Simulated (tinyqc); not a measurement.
# Inputs raised by 5 %, one at a time

Model: thermodynamics of metal silicides: hull, first phase, silicon consumed, nucleation and stability against SiO2. Computed by tinyqc, a small Python program. Command: `OMP_NUM_THREADS=1 python tinyqc.py 3018694 3018695 out.jsonl silphase sens`. One thread of a shared host (Intel(R) Xeon(R) Processor @ 2.30GHz), about 0.01 s of CPU time with the checks.

Entropies of formation of the solids are neglected, so heats stand for free energies. Si fractions: M5Si3 0.3750, MSi 0.5000, MSi2 0.6667.

Inputs (values chosen for the exercise, of the order of those of tungsten silicides for heats and volumes only):
```
quantity,value,unit
heat of formation of M5Si3,-17.1,kJ/mol atoms
heat of formation of MSi,-14.6,kJ/mol atoms
heat of formation of MSi2,-27.8,kJ/mol atoms
molar volume of M,9.55,cm^3/mol
molar volume of Si,12.06,cm^3/mol
Si fraction x_e at the lowest liquidus,0.15,-
metal thickness t,13,nm
```

Phases: M5Si3, MSi, MSi2.

volumes of the three phases per mole of M (cm^3/mol): [13.8, 17.3, 23.9]

resistivities of the three phases (microohm cm): [68, 20, 14]

Method. Effective heat of formation: at the interface the mixture has the Si fraction x_e; the limiting element scales the heat, H_eff = H x_e/x if x_e < x, H (1 - x_e)/(1 - x) otherwise. The rule names the most negative as the first phase; its restriction to congruently melting phases is left out here. Per phase M_a Si_b, for ample silicon (not limited to t_Si): silicide thickness = t V/V_M; silicon consumed = t (b/a) V_Si/V_M; net volume change = V/(V_M + (b/a) V_Si) - 1; the top surface lies (silicide thickness - silicon consumed) above the old interface; sheet resistance = resistivity/thickness.

Runs:
```
input moved,from,to,most negative H_eff (kJ/mol atoms),silicon consumed by MSi (nm),sheet resistance of MSi (ohm)
base run,-,-,-6.840,16.42,8.493
heat of formation of M5Si3 (kJ/mol atoms),-17.1,-17.955,-7.182,16.42,8.493
heat of formation of MSi (kJ/mol atoms),-14.6,-15.33,-6.840,16.42,8.493
heat of formation of MSi2 (kJ/mol atoms),-27.8,-29.19,-6.840,16.42,8.493
Si fraction x_e at the lowest liquidus,0.15,0.1575,-7.182,16.42,8.493
metal thickness t (nm),13,13.65,-6.840,17.24,8.088
molar volume of M (cm^3/mol),9.55,10.0275,-6.840,15.64,8.917
```

Exponents ln(y'/y) / ln(x'/x):
```
input,most negative H_eff,silicon consumed by MSi,sheet resistance of MSi
heat of formation of M5Si3,1,0,0
heat of formation of MSi,0,0,0
heat of formation of MSi2,0,0,0
Si fraction x_e at the lowest liquidus,1,0,0
metal thickness t,0,1,-1
molar volume of M,0,-1,1
```

Which inputs matter most for each result?

Among the inputs moved here: most negative H_eff answers most in size to heat of formation of M5Si3 (exponent +1.000), and about equally to Si fraction x_e at the lowest liquidus (+1.000); its exponent is below 0.0005 for heat of formation of MSi, heat of formation of MSi2, metal thickness t, molar volume of M. silicon consumed by MSi answers most in size to molar volume of M (exponent -1.000), and about equally to metal thickness t (+1.000); its exponent is below 0.0005 for heat of formation of M5Si3, heat of formation of MSi, heat of formation of MSi2, Si fraction x_e at the lowest liquidus. Sheet resistance of MSi answers most in size to molar volume of M (exponent +1.000), and about equally to metal thickness t (-1.000); its exponent is below 0.0005 for heat of formation of M5Si3, heat of formation of MSi, heat of formation of MSi2, Si fraction x_e at the lowest liquidus. Its exponent -1.000 in metal thickness t: resistivity over thickness.

Extremes, crossings and ranges named in words are read from the listed rows.
